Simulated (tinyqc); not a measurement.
Crystal pulling from the melt: segregation, interface stability, heat balance and point-defect regime: one step, computed by the program tinyqc.

A dilute solute; steady pulling with a flat interface unless it is found unstable.

Problem. Concentration at the frozen fraction g. Axial profile: C_s = k_eff C0 (1 - g)^(k_eff - 1); bulk melt C_L = C_s/k_eff. Usable fraction: the g at which C_s has changed by 30 % from its first value (0.99 at most).

Inputs (values chosen for the exercise, modelled on phosphorus in silicon): initial melt concentration C0 = 1.1e+19 1/cm^3; frozen fraction g = 0.83.

Loss from the melt surface: none.

k_eff = 0.4611604

Give: C_s; C_L; usable fraction.

Solution.

C_s = 1.318e+19 1/cm^3

C_L = 2.858e+19 1/cm^3

usable fraction = 0.3855

C_s rises along the crystal.
